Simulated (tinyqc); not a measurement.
Band edges of strained Si(1-x)Ge(x) on relaxed Si(1-y)Ge(y), step by step. Values are carried at full precision from step to step, so a last printed digit may differ when a step is redone from the rounded ones.

Values are linear in the Ge fraction but for ED(x) = linear - CD x (1 - x) and a(x) = linear - Ca x (1 - x). Energies are on the common scale of Ev.

Inputs chosen for the exercise (end members near Si and Ge, in this order; the results hold for these values, not for the real material): a = (5.431, 5.656) angstrom (lattice constant); Dso = (0.044, 0.29) eV (spin-orbit splitting); av = (2.43, 1.23) eV (valence hydrostatic potential); b = (-2.13, -2.54) eV (tetragonal shear potential); d = (-4.85, -5.34) eV (trigonal shear potential); C11 = (165.3, 129.5) GPa; C12 = (64.8, 48.6) GPa; C44 = (79.2, 67.6) GPa; Ev = (0, 0.65) eV (top of the unstrained valence band); ED = (1.148, 0.926) eV (gap to the Delta valleys); EL = (2.029, 0.739) eV (gap to the L valleys); aD = (1.85, 1.38) eV (hydrostatic potential of the Delta gap); aL = (-2.97, -3.05) eV (hydrostatic potential of the L gap); XuD = (9.44, 9.73) eV (uniaxial potential, Delta); XuL = (16.28, 15.27) eV (uniaxial potential, L); CD = 0.197 eV (bowing of the Delta gap); Ca = 0.025 angstrom (bowing of the lattice constant); x = 0 (Ge fraction of the layer); y = 0.15 (Ge fraction of the relaxed buffer); face = 001 (growth face).

## Values of the layer and the buffer

Interpolate at x and at y.

Interpolated values (a in angstrom, C11, C12, C44 in GPa, all else in eV):
```
symbol     layer    buffer
a         5.4310    5.4616
Dso       0.0440    0.0809
av        2.4300    2.2500
b        -2.1300   -2.1915
d        -4.8500   -4.9235
C11     165.3000  159.9300
C12      64.8000   62.3700
C44      79.2000   77.4600
Ev        0.0000    0.0975
ED        1.1480    1.0896
EL        2.0290    1.8355
aD        1.8500    1.7795
aL       -2.9700   -2.9820
XuD       9.4400    9.4835
XuL      16.2800   16.1285
```

## Strain of the layer on a (001) buffer

Coherent growth on a (001) face: e_par = (a(y) - a(x))/a(x), e_perp = -2 (C12/C11) e_par; exx = eyy = e_par, ezz = e_perp, no shear.

Use the elastic constants of the layer.

e_par = 0.005627
e_perp = -0.004412

strain tensor in the cubic axes, rows x, y, z and columns alike:
```
[[0.005627, 0.000000, 0.000000],
 [0.000000, 0.005627, 0.000000],
 [0.000000, 0.000000, -0.004412]]
```

The layer is under tension in the plane; its volume changes by +0.684 %.

## Conduction valleys of the layer

A valley with unit axis u lies at Ev + gap + (av + a_valley) tr(e) + Xu (u.e.u - tr(e)/3); the Delta axes are x, y, z and the L axes [111], [1-1-1], [-11-1], [-1-11]. The second-order shift of the Delta valleys under shear is left out; it lowers the pair normal to the sheared plane by tens of meV at a shear of 1 %.

Give the hydrostatic shifts, the uniaxial shifts and the edges.

hydrostatic shifts of Delta and L (eV): [0.0293, -0.0037]

uniaxial shifts (eV): Delta x 0.0316, Delta y 0.0316, Delta z -0.0632, L [111] 0.0000, L [1-1-1] 0.0000, L [-11-1] 0.0000, L [-1-11] 0.0000

valley edges (eV): Delta x 1.2089, Delta y 1.2089, Delta z 1.1141, L [111] 2.0253, L [1-1-1] 2.0253, L [-11-1] 2.0253, L [-1-11] 2.0253

The lowest set is Delta2 (the digit counts whole valleys) at 1.1141 eV; the Delta valleys spread over 95 meV and the L valleys over 0 meV.

## Valence edges of the layer

Valence edges: Ev plus the levels of the 6 x 6 matrix of X, Y, Z times spin with -Dso/3 + l exx + m (eyy + ezz) on the diagonal (cyclic), n exy off it, l = av + 2 b, m = av - b, n = sqrt(3) d. Spin-orbit term (Dso/3) L.sigma on X, Y, Z with (L_k)_ij = -i epsilon_kij: <X+|H|Y+> = -i Dso/3, <X+|H|Z-> = Dso/3, <Y+|H|Z-> = -i Dso/3, <Z+|H|X-> = -Dso/3, <Z+|H|Y-> = i Dso/3, <X-|H|Y-> = i Dso/3, and their conjugates; + and - are the spin along z.

Give the strain block and the three twofold edges.

strain block (eV), rows X, Y, Z and columns alike:
```
[[-0.0048, 0, 0],
 [0, -0.0048, 0],
 [0, 0, 0.0594]]
```

edges from the top (eV): [0.0499, -0.0048, -0.0392]

The top two edges are split by 55 meV.

## Gap and offsets against the buffer

Buffer: Ev(y) and Ec = Ev(y) + min(ED, EL). dEc = Ec(buffer) - Ec(layer), dEv = Ev(layer) - Ev(buffer); positive values confine the carrier in the layer; type I if both have one sign.

gap of the strained layer = 1.0643 eV
gap of the buffer = 1.0896 eV
dEc = 0.0730 eV
dEv = -0.0476 eV

Type II: electrons collect in the layer (73 meV) and holes in the buffer (48 meV). The relaxed layer would have a gap of 1.148 eV, so strain has moved it by -84 meV. An offset this small is within the spread of published parameter sets, so the type is not settled by this model.

## Checks

- Mean of the three Delta edges against the hydrostatic shift alone (eV): both 1.17729.

Program tinyqc; command `OMP_NUM_THREADS=1 python tinyqc.py 1050739 1050740 out.jsonl`; about 0.01 s on one thread of a shared Intel(R) Xeon(R) Processor @ 2.30GHz.
